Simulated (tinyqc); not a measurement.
What moves the results: two-band k.p model of the Delta valleys near the X point under shear strain. A value that a table varies takes the place of the one given here.

Valley pair on the [001] axis, kz counted from the X point, c = hbar^2/2m0, k0 = kx0 2 pi/a. H = (c kz^2/ml + c (kx^2 + ky^2)/mt + c k0^2/ml) 1 + (2 c k0 kz/ml) sigma_z + (D exy - 2 c kx ky/Mp) sigma_x, so E = c kz^2/ml + c (kx^2 + ky^2)/mt + c k0^2/ml -/+ sqrt((2 c k0 kz/ml)^2 + (D exy - 2 c kx ky/Mp)^2). Without strain the lower band has its minima, E = 0, at kz = +/- k0. Shifts from diagonal strain are left out.

For |eta| < 1: k_min = k0 sqrt(1 - eta^2), E_min = -Delta eta^2/2, ml(eta) = ml/(1 - eta^2), 1/m[110] = 1/mt + eta/Mp, 1/m[1-10] = 1/mt - eta/Mp. For |eta| > 1 the minimum sits at X: E_min = -Delta (2 |eta| - 1)/2, ml(eta) = ml/(1 - 1/|eta|), and eta is replaced by its sign in the transverse masses. Here Delta = 2 c k0^2/ml and eta = D exy/Delta.

s11 = (C11 + C12)/((C11 - C12)(C11 + 2 C12)), s12 = -C12/((C11 - C12)(C11 + 2 C12)), s44 = 1/C44; exx = s11 sxx + s12 (syy + szz) and cyclic, exy = s44 sxy/2; tension is positive. A uniaxial stress X along the unit vector n is s_ij = X n_i n_j.

Constants: hbar^2/2m0 = 3.80998211 eV angstrom^2; kB = 8.617333262e-05 eV/K.

Inputs chosen for the exercise (near those of Si; the results hold for these values, not for the real material): a = 5.419 angstrom (lattice constant); ml = 0.911 m0 (longitudinal mass); mt = 0.198 m0 (transverse mass); kx0 = 0.152 2 pi/a (distance of the minimum from X); D = 14.2 eV (shear deformation potential); Mp = 0.225 m0 (coupling mass); C11 = 166.8 GPa; C12 = 63.2 GPa; C44 = 78.3 GPa; Xu = 9.17 eV (uniaxial potential); T = 300 K (temperature); exy = 0.0023 (shear strain).

## Sweep of the shear strain

Delta = 2 c k0^2/ml, eta = D exy/Delta.

The minimum:

| exy | eta | k_min/k0 | E_min (meV) | ml(eta) | m[110] | m[1-10] | density-of-states mass |
|---|---|---|---|---|---|---|---|
| 0.0000 | 0.000 | 1.000 | 0.0 | 0.911 | 0.1980 | 0.1980 | 0.329 |
| 0.0018 | 0.098 | 0.995 | -1.3 | 0.920 | 0.1822 | 0.2168 | 0.331 |
| 0.0046 | 0.251 | 0.968 | -8.2 | 0.972 | 0.1621 | 0.2543 | 0.342 |
| 0.0091 | 0.497 | 0.868 | -32.1 | 1.210 | 0.1377 | 0.3521 | 0.389 |
| 0.0137 | 0.749 | 0.663 | -72.8 | 2.074 | 0.1194 | 0.5805 | 0.524 |
| 0.0165 | 0.902 | 0.432 | -105.7 | 4.880 | 0.1104 | 0.9594 | 0.803 |
| 0.0220 | 1.202 | 0.000 | -182.5 | 5.411 | 0.1053 | 1.6500 | 0.980 |
| 0.0293 | 1.601 | 0.000 | -286.2 | 2.426 | 0.1053 | 1.6500 | 0.750 |

The valleys reach X at eta = 1, that is exy = 0.0183. The shift is quadratic up to eta = 1 (-8.2 meV at eta = 0.25, -32.1 meV at 0.50) and linear beyond, while 1/m[110] rises linearly, taking m[110] from 0.198 to its floor 0.1053, a gain of 88 % in 1/m. ml(eta) diverges at eta = 1; the largest value listed is 5.41. A deformation-potential model with fixed masses misses all of this.

## Tension along [110]: repopulation and mass change

The z valleys move against the x and y valleys by Xu (ezz - exx) and, through the shear, by E_min. Share of the z valleys n = w/(w + 2 exp(dE/kT)), dE the total relative shift, w = sqrt(ml(eta) m[110] m[1-10]/(ml mt^2)). Along [110]: 1/m_c = n/m[110] + (1 - n)(1/ml + 1/mt)/2. Fixed masses means E_min = 0, w = 1, m[110] = mt. Gains are against 3/(1/ml + 2/mt) at a fixed scattering time.

Results:

| X (GPa) | Xu (ezz - exx) (meV) | E_min (meV) | m[110] | m_c fixed masses | m_c with shear | gain fixed (%) | gain with shear (%) |
|---|---|---|---|---|---|---|---|
| 0.00 | 0.0 | 0.0 | 0.1980 | 0.2679 | 0.2679 | 0.0 | 0.0 |
| 0.25 | -11.1 | -0.2 | 0.1907 | 0.2543 | 0.2486 | 5.3 | 7.8 |
| 0.50 | -22.1 | -1.0 | 0.1839 | 0.2414 | 0.2284 | 11.0 | 17.3 |
| 1.00 | -44.3 | -4.0 | 0.1716 | 0.2209 | 0.1927 | 21.3 | 39.0 |
| 1.50 | -66.4 | -8.9 | 0.1609 | 0.2089 | 0.1688 | 28.3 | 58.7 |
| 2.00 | -88.5 | -15.8 | 0.1515 | 0.2029 | 0.1540 | 32.1 | 74.0 |
| 3.00 | -132.8 | -35.6 | 0.1356 | 0.1989 | 0.1357 | 34.7 | 97.4 |

At 1 GPa repopulation alone gives 21.3 % and the shear terms raise it to 39.0 %. From 2 to 3 GPa the fixed-mass gain grows by 2.6 points, towards its ceiling of 35.3 % when all electrons sit in the z valleys, whereas the gain with shear grows by 23.4 points because m[110] keeps falling.

## What each parameter does

Delta = 2 c k0^2/ml, eta = D exy/Delta. Each row changes one parameter from the base and keeps the others.

Results:

| case | eta | E_min (meV) | ml(eta) (m0) | m[110] (m0) | m[1-10] (m0) |
|---|---|---|---|---|---|
| base | 0.1257 | -2.05 | 0.9256 | 0.1783 | 0.2226 |
| ml = 0.84723 m0 | 0.1169 | -1.91 | 0.8590 | 0.1795 | 0.2207 |
| mt = 0.18414 m0 | 0.1257 | -2.05 | 0.9256 | 0.1670 | 0.2053 |
| kx0 = 0.16264 2 pi/a | 0.1098 | -1.79 | 0.9221 | 0.1806 | 0.2192 |
| D = 15.194 eV | 0.1345 | -2.35 | 0.9278 | 0.1770 | 0.2246 |
| Mp = 0.20925 m0 | 0.1257 | -2.05 | 0.9256 | 0.1770 | 0.2247 |
| exy = 0.00214 | 0.1170 | -1.78 | 0.9236 | 0.1795 | 0.2207 |

The largest shifts from the base row, up to three for each result and ties (the steps differ in size, so this ranks the rows, not the parameters). eta: kx0 -0.0159, D +0.0088, ml -0.0088; unchanged at the printed digits by mt and Mp. E_min (meV): D -0.30, exy +0.28, kx0 +0.26; unchanged at the printed digits by mt and Mp. ml(eta) (m0): ml -0.0667, kx0 -0.0035, D +0.0022; unchanged at the printed digits by mt and Mp. m[110] (m0): mt -0.0113, kx0 +0.0023, Mp -0.0013, ml +0.0013. m[1-10] (m0): mt -0.0174, kx0 -0.0035, Mp +0.0021.

(tinyqc, `OMP_NUM_THREADS=1 python tinyqc.py 1050148 1050149 out.jsonl`, Intel(R) Xeon(R) Processor @ 2.30GHz, 1 thread, shared host, about 0.01 s.)
